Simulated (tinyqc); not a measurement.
Full law against its linear and parabolic limits: Deal-Grove kinetics of thermal oxidation of silicon. Computed by tinyqc, a small Python program. Command: `OMP_NUM_THREADS=1 python tinyqc.py 3025055 3025056 out.jsonl oxide walk`. One thread of a shared host (Intel(R) Xeon(R) Processor @ 2.30GHz), about 0.06 s of CPU time with the checks.

Oxidant diffuses through the oxide and reacts at the interface, so that dx/dt = B/(A + 2x) for the oxide thickness x.

Inputs (values chosen for the exercise, close to those used for silicon):
```
quantity                       value    unit
prefactor B0                     856  um^2/h
activation energy E_B           1.24      eV
prefactor (B/A)0            3.28e+06    um/h
activation energy E_A              2      eV
temperature T                   1050       C
oxidant pressure p                 1     atm
pressure exponent m of B/A      0.74       -
initial oxide x_i                0.1      um
time t                           0.1       h
```

Ambient: dry oxygen. Surface: (100).

Constants: k_B = 8.617333262e-05 eV/K.

Method:
- B = B0 p exp(-E_B/(k_B T)), B/A = (B/A)0 p^m exp(-E_A/(k_B T)), p in atm; A = B/(B/A).
- Temperatures in kelvin are T(C) + 273.15.
- tau = (x_i^2 + A x_i)/B and x = (A/2) [sqrt(1 + 4 B (t + tau)/A^2) - 1], the root of x^2 + A x = B (t + tau).
- Silicon consumed is 0.44 times the oxide grown; the rate is B/(A + 2x).
- Linear limit x = (B/A)(t + tau); parabolic limit x = sqrt(B (t + tau)).

tau = 1.88210 h

length A = 0.204825 um

parabolic constant B = 0.0161960 um^2/h

linear constant B/A = 0.0790725 um/h

Thickness (um):
```
t (h)     full  linear limit  parabolic limit    2x/A
0.05   0.10199        0.1528          0.17690  0.9959
0.1    0.10396        0.1567          0.17917  1.0151
0.25   0.10977        0.1686          0.18583  1.0718
0.5    0.11910        0.1884          0.19642  1.1630
1      0.13668        0.2279          0.21605  1.3346
2      0.16844        0.3070          0.25075  1.6448
4      0.22279        0.4651          0.30865  2.1754
8      0.31055        0.7814          0.40006  3.0324
16     0.44541        1.4140          0.53816  4.3492
32     0.64541        2.6791          0.74078  6.3021
```

What follows from these numbers?

Both limits lie above the full result, since each drops one resistance. The linear law overshoots by 50 % in the first row and 320 % in the last, the parabolic law by 73 % and 15 %. The better limit switches between 0.5 and 1 h; both give the same value where B (t + tau) = A^2, at 2x/A = sqrt5 - 1 = 1.24.

Extremes, crossings and ranges named in words are read from the listed rows.
